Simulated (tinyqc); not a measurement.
Fully depleted semiconductor-on-insulator film with two gates, non-linear Poisson equation by Newton steps: one step of the calculation.

One dimension across the film, front interface at x = 0, back interface at x = ts. psi is counted from the intrinsic level, n = ni exp(psi/Vt) (source grounded), holes neglected, acceptors ionised. Gates act through Cox = eps0 eox/tox and Cbox = 3.9 eps0/tb with potentials G1 = Vg - (phiM - chi - Vt ln(Nc/ni)) and G2 = Vb - (phiB - chi - Vt ln(Nc/ni)). Classical Boltzmann densities, no interface charge, no depletion in the back plane.

Problem. Newton step. Solve a d_(i-1) + b_i d_i + a d_(i+1) = -F_i for all nodes. If the largest |d| exceeds 4 Vt, the whole step is scaled down so that it equals 4 Vt.

Values chosen for this exercise: temperature T = 350 K.

Constants: q = 1.602176634e-19 C, kB = 1.380649e-23 J/K, Vt = kB T/q. Results are converted to the units shown.

a = 9.5786214 uF/cm^2

```
node  diagonal b (F/cm^2)  residual F (C/cm^2)  psi after iteration 1 (V)
0           -1.1610006e-5         7.3897852e-7                 0.22064267
1           -1.9157491e-5       -1.9941013e-11                 0.21924248
2           -1.9157480e-5       -1.9608073e-11                 0.21784283
3           -1.9157469e-5       -1.9290652e-11                 0.21644373
4           -1.9157459e-5       -1.8988036e-11                 0.21504516
5           -1.9157449e-5       -1.8699542e-11                 0.21364713
6           -1.9157440e-5       -1.8424520e-11                 0.21224964
7           -1.9157431e-5       -1.8162350e-11                 0.21085268
8           -1.9157422e-5       -1.7912441e-11                 0.20945626
9           -1.9157414e-5       -1.7674230e-11                 0.20806038
10          -9.6302425e-6        -2.2496965e-8                 0.20666502
```

Wanted: Newton step d, before damping; psi after iteration 2.

Solution.

```
node  Newton step d, before damping (V)  psi after iteration 2 (V)
0                                0.3446                     0.3413
1                                0.3405                     0.3385
2                                0.3365                     0.3356
3                                0.3324                     0.3328
4                                0.3284                     0.3300
5                                0.3243                     0.3272
6                                0.3203                     0.3244
7                                0.3163                     0.3216
8                                0.3123                     0.3188
9                                0.3083                     0.3160
10                               0.3043                     0.3132
```

Program tinyqc, `OMP_NUM_THREADS=1 python tinyqc.py 2190081 2190082 out.jsonl`; Intel Xeon 2.30GHz, shared host, one thread, about 0.3 s.
